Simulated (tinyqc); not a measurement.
What each parameter does: thin-body film or fin with hard walls, valleys of the Si type.

Six ellipsoidal valleys with their long axes along the cube axes, mass ml along the axis and mt across it. For a valley whose axis makes the angle theta with the surface normal, 1/m_z = cos^2(theta)/ml + sin^2(theta)/mt sets the confinement; in the plane the masses are m_1 = mt and m_2 = ml mt/m_z, and m_d = sqrt(m_1 m_2).

A film of thickness t between hard walls, flat band inside: E_n = c (n pi/t)^2/m_z above the bulk edge, c = hbar^2/2m0. Without degeneracy the sheet density is N2 exp((EF - Ec)/kB T) with N2 = sum_i g m_d/(2 pi c) kB T exp(-E_i/kB T) over n = 1 to 40 of each group; a classical film has t Nc with Nc = 2 g_all (m_dos kB T/(4 pi c))^(3/2), m_dos = (ml mt^2)^(1/3). The threshold shift is dVt = kB T ln(t Nc/N2).

Constants: hbar^2/2m0 = 3.80998211 eV angstrom^2; kB = 8.617333262e-05 eV/K.

Inputs chosen for the exercise (near those of Si; the results hold for these values, not for the real material):

| symbol | value | unit | meaning |
|---|---|---|---|
| ml | 0.904 | m0 | longitudinal mass |
| mt | 0.188 | m0 | transverse mass |
| face | 110 |  | face of the film or side wall of the fin |
| T | 77 | K | temperature |
| t | 82 | angstrom | body thickness |
| g_all | 6 |  | number of valleys |

E1 is the lowest level, and the share is that of its group in N2.

One parameter was then changed.

Results before and after:

| case | E1 (eV) | share (%) | dVt (mV) | Nc (1e19/cm^3) |
|---|---|---|---|---|
| base | 0.0180 | 90.2 | 15.9 | 0.350 |
| changed | 0.0166 | 88.3 | 14.6 | 0.385 |

Which of these changes was made? (a) ml = 0.994 m0; (b) T = 47 K; (c) mt = 0.207 m0; (d) t = 78 angstrom.
Answer: (c) mt = 0.207 m0. Of the candidates, run in turn, only this one gives the changed row.

All candidates:

| case | E1 (eV) | share (%) | dVt (mV) | Nc (1e19/cm^3) |
|---|---|---|---|---|
| base | 0.0180 | 90.2 | 15.9 | 0.350 |
| t = 78 angstrom | 0.0199 | 91.7 | 17.5 | 0.350 |
| T = 47 K | 0.0180 | 96.6 | 16.0 | 0.167 |
| ml = 0.994 m0 | 0.0177 | 90.5 | 15.7 | 0.367 |
| mt = 0.207 m0 | 0.0166 | 88.3 | 14.6 | 0.385 |

Run: tinyqc, `OMP_NUM_THREADS=1 python tinyqc.py 1281445 1281446 out.jsonl`; Intel(R) Xeon(R) Processor @ 2.30GHz, one thread, shared host; about 0.01 s of CPU time with all checks.
